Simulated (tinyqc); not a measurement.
From results back to parameters: delta-doped layer in the Thomas-Fermi potential. Two cases, with inputs chosen for the exercise.

Problem. The depth of the well was computed from a hidden sheet density.

All donors ionised in the plane z = 0, zero temperature, energies from the Fermi level EF of the Thomas-Fermi model, which lies at the bulk band edge; c = hbar^2/2m0, q = e^2/(4 pi eps0). Layer in a (001) plane: two valleys with m_z = ml, m_d = mt (unprimed) and four with m_z = mt, m_d = sqrt(ml mt) (primed); m3 = (ml mt^2)^(1/3), gv = 6. With n = (gv/3 pi^2)(m3 (-V)/c)^(3/2) and V'' = -(4 pi q/eps) n for z > 0, the solution is V = -b/(|z| + z0)^4 with sqrt(b) = 20/K, K = (4 pi q/eps)(gv/3 pi^2)(m3/c)^(3/2), and z0^5 = 4b/(e F0), e F0 = 2 pi q N/eps; 1e13/cm^2 = 1e-3/angstrom^2. Exchange and correlation are left out.

Constants: hbar^2/2m0 = 3.80998211 eV angstrom^2; e^2/(4 pi eps0) = 14.39964547 eV angstrom.

Find: b; z0; N.

Method. b does not depend on N; z0 = (b/depth)^(1/4), e F0 = 4b/z0^5 and N = eps e F0/(2 pi q).

Case 1.

Values chosen (out of a larger set: near those of a delta-doped layer in Si; not measured data): ml = 0.932 m0 (longitudinal mass); mt = 0.19 m0 (transverse mass); eps = 11.8 (dielectric constant).

depth = 0.253181 eV

Solution.

b = 6.809e+04 eV angstrom^4
z0 = 22.77 angstrom
N = 5.80 x 1e13/cm^2

Case 2.

Values chosen (out of a larger set: near those of a delta-doped layer in Si; not measured data): ml = 0.905 m0 (longitudinal mass); mt = 0.192 m0 (transverse mass); eps = 11.9 (dielectric constant).

depth = 0.124775 eV

Solution.

b = 6.984e+04 eV angstrom^4
z0 = 27.35 angstrom
N = 2.40 x 1e13/cm^2

Computed by tinyqc, one run a case: `OMP_NUM_THREADS=1 python tinyqc.py N N+1 out.jsonl` with N = 1280466, 1280504; one thread of a shared Intel(R) Xeon(R) Processor @ 2.30GHz, about 0.2 s a run at most.
